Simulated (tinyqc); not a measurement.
## Gate voltage for a given inversion charge

Question. p-type body, charge-sheet picture, depletion and inversion only, full ionisation (an idealisation for deep acceptors), Boltzmann statistics (rough once Na exp(x - xn) passes about Nc/7). In units of Vt: xg = (Vg - Vfb)/Vt, x = psi/Vt, G = gamma/sqrt(Vt), xn = (2 phiF + Vc)/Vt. The implicit equation is (xg - x)^2 = G^2 [x - 1 + exp(x - xn)] for x above about 3. Cox = eps0 eox/tox. ni = sqrt(Nc Nv) exp(-Eg/(2 Vt)), Eg in volts; phiF = Vt ln(Na/ni); gamma = sqrt(2 q eps0 eps_r Na)/Cox. N_inv = (Cox Vt G/q) [sqrt(x - 1 + exp(x - xn)) - sqrt(x - 1)]. Find x - xn, psi and Vg.

Parameters, values chosen for the exercise; band and dielectric values close to those of silicon:
- T = 300 K (temperature)
- Eg = 1.1 eV (band gap)
- eps_r = 11.7 (relative permittivity)
- Nc = 2.76e19 cm^-3 (conduction-band density of states at T)
- Nv = 2.64e19 cm^-3 (valence-band density of states at T)
- eox = 7.32 (relative permittivity of the gate insulator (close to silicon nitride))
- tox = 16 nm (insulator thickness)
- Na = 1.9e18 cm^-3 (acceptor density)
- Vfb = -0.94 V (flat-band voltage)
- Vc = 0 V (channel-body voltage)

Constants: q = 1.602176634e-19 C, kB = 1.380649e-23 J/K, Vt = kB T/q, eps0 = 8.8541878128e-14 F/cm where lengths are in cm. Results are converted to the units shown.

N_inv = 4.2e11 cm^-2

Answer. N_inv rises steadily with x, so it fixes x; the implicit equation then gives xg directly.

x - xn = 1.915
psi = 1.012 V
Vg = 2.186 V

tinyqc, about 0.01 s, one thread, Intel Xeon 2.30GHz (shared host): `OMP_NUM_THREADS=1 python tinyqc.py 2122136 2122137 out.jsonl`
